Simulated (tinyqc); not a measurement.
Worked calculation: CCSD on RHF in the sto-6g basis, for H6, spin multiplicity 1. One step of it, computed by the program tinyqc.

Task: Iteration 1: diagonalisation and new density. Diagonalise F' = X^T F X, C = X C', fill 3 alpha and 3 beta electrons from the bottom; D = 2 C_occ C_occ^T. Each column has its largest component positive (the first on a tie).

Fock matrix F (hartree):
```
           1H 1s      2H 1s      3H 1s      4H 1s      5H 1s      6H 1s
1H 1s  -0.318990  -0.555630  -0.152196  -0.024351  -0.006822  -0.008927
2H 1s  -0.555630  -0.384195  -0.294029  -0.120266  -0.015221  -0.006823
3H 1s  -0.152196  -0.294029  -0.260219  -0.486816  -0.120459  -0.024386
4H 1s  -0.024351  -0.120266  -0.486816  -0.260377  -0.294432  -0.152416
5H 1s  -0.006822  -0.015221  -0.120459  -0.294432  -0.384328  -0.555626
6H 1s  -0.008927  -0.006823  -0.024386  -0.152416  -0.555626  -0.318988
```

X:
```
           1H 1s      2H 1s      3H 1s      4H 1s      5H 1s      6H 1s
1H 1s   1.235852  -0.475161   0.071420  -0.022633   0.003738  -0.001172
2H 1s  -0.475161   1.328007  -0.298786   0.075806  -0.011030   0.003736
3H 1s   0.071420  -0.298786   1.339905  -0.507947   0.075884  -0.022644
4H 1s  -0.022633   0.075806  -0.507947   1.340172  -0.299246   0.071504
5H 1s   0.003738  -0.011030   0.075884  -0.299246   1.328298  -0.475238
6H 1s  -0.001172   0.003736  -0.022644   0.071504  -0.475238   1.235877
```

Give: F' = X^T F X; orbital energies; coefficients C; D after iteration 1.

Result:

F' = X^T F X (hartree):
```
         1        2        3        4        5        6
1   0.0706  -0.6104   0.0718  -0.0109   0.0003  -0.0085
2  -0.6104   0.1166  -0.3486   0.1134  -0.0148   0.0003
3   0.0718  -0.3486   0.2839  -0.6701   0.1135  -0.0108
4  -0.0109   0.1134  -0.6701   0.2841  -0.3491   0.0719
5   0.0003  -0.0148   0.1135  -0.3491   0.1168  -0.6104
6  -0.0085   0.0003  -0.0108   0.0719  -0.6104   0.0706
```

orbital energies (hartree): MO1 -0.6060, MO2 -0.5547, MO3 -0.3490, MO4 0.4503, MO5 0.7329, MO6 1.2690

coefficients C:
```
          MO1      MO2      MO3      MO4      MO5      MO6
1H 1s  0.2745   0.3545  -0.3292  -0.7172  -0.8314  -0.4937
2H 1s  0.3351   0.4065  -0.2027   0.5405   0.9222   0.7895
3H 1s  0.2350   0.0941   0.5061   0.5534  -0.2472  -1.2110
4H 1s  0.2353  -0.0939   0.5060  -0.5531  -0.2465   1.2116
5H 1s  0.3359  -0.4057  -0.2030  -0.5408   0.9214  -0.7910
6H 1s  0.2751  -0.3537  -0.3296   0.7176  -0.8306   0.4946
```

D after iteration 1:
```
         1H 1s    2H 1s    3H 1s    4H 1s    5H 1s    6H 1s
1H 1s   0.6188   0.6056  -0.1374  -0.2705   0.0305   0.1172
2H 1s   0.6056   0.6372   0.0288  -0.1238  -0.0223   0.0305
3H 1s  -0.1374   0.0288   0.6404   0.6050  -0.1240  -0.2709
4H 1s  -0.2705  -0.1238   0.6050   0.6403   0.0288  -0.1376
5H 1s   0.0305  -0.0223  -0.1240   0.0288   0.6372   0.6056
6H 1s   0.1172   0.0305  -0.2709  -0.1376   0.6056   0.6189
```
